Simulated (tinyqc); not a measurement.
Gap and superfluid density against temperature: BCS gap equation with a constant attraction inside the Debye window. Computed by tinyqc, a small Python program. Command: `OMP_NUM_THREADS=1 python tinyqc.py 3024572 3024573 out.jsonl bcs walk`. One thread of a shared host (Intel(R) Xeon(R) Processor @ 2.30GHz), about 0.01 s of CPU time with the checks.

Pairs attract with strength V for |xi| < k_B Theta; N(0) is the density of states for one spin. Energies are given as temperatures (E/k_B, in K) unless marked.

Inputs (values chosen for the exercise, modelled on lead): coupling N(0)V = 0.367; Debye temperature Theta = 95.8 K.

Solver: bisection.

Constants: k_B = 8.617333262e-05 eV/K.

Method:
- At T = 0 the gap equation 1/(N(0)V) = int_0^Theta d xi/sqrt(xi^2 + Delta^2) has the integral arcsinh(Theta/Delta), so Delta_0 = Theta/sinh(1/(N(0)V)); weak coupling gives 2 Theta exp(-1/(N(0)V)).
- Gap equation: 1/(N(0)V) = I(Delta, T) = int_0^Theta tanh(E/2T)/E d xi, E = sqrt(xi^2 + Delta^2); 64 Gauss-Legendre points in y with xi = max(Delta, T) sinh(y).
- T_c solves I(0, T_c) = 1/(N(0)V); the weak-coupling form is T_c = (2 e^C/pi) Theta exp(-1/(N(0)V)) with Euler's C = 0.5772157, and 2 Delta_0/T_c then tends to 2 pi e^-C = 3.528.
- Interpolation tanh(1.74 sqrt(T_c/T - 1)); near T_c, 1.74 sqrt(1 - T/T_c). Clean-limit superfluid fraction 1 - (1/2T) int_0^(40 T) cosh^-2(E/2T) d xi (64 points); two-fluid rule 1 - (T/T_c)^4.

T_c = 7.12137 K

Delta_0 = 12.6154 K

Reduced quantities:
```
T/T_c  Delta/Delta_0  tanh form  square-root form  superfluid fraction  two-fluid rule
0.10         1.00000    0.99994            1.6507              1.00000         0.99990
0.20         0.99988    0.99810            1.5563              0.99889         0.99840
0.30         0.99718    0.99022            1.4558              0.98219         0.99190
0.40         0.98523    0.97221            1.3478              0.92916         0.97440
0.50         0.95729    0.94023            1.2304              0.83624         0.93750
0.60         0.90764    0.88975            1.1005              0.70968         0.87040
0.70         0.82963    0.81411            0.9530              0.55710         0.75990
0.80         0.71204    0.70137            0.7782              0.38492         0.59040
0.90         0.52729    0.52267            0.5502              0.19802         0.34390
0.95         0.38108    0.37925            0.3891              0.10021         0.18549
0.98         0.24410    0.24358            0.2461              0.04035         0.07763
```

What follows from these numbers?

The tanh form misses the gap by at most about 0.018 (at T/T_c = 0.6); the square-root form is within 3 % only from T/T_c = 0.95. The gap keeps 99 % of Delta_0 up to T/T_c = 0.3, since quasiparticles are exponentially few. The two-fluid rule exceeds the BCS superfluid fraction most, by 0.21, at T/T_c = 0.8. Caution: at this coupling retardation and damping of the phonon exchange (Eliashberg theory) matter.
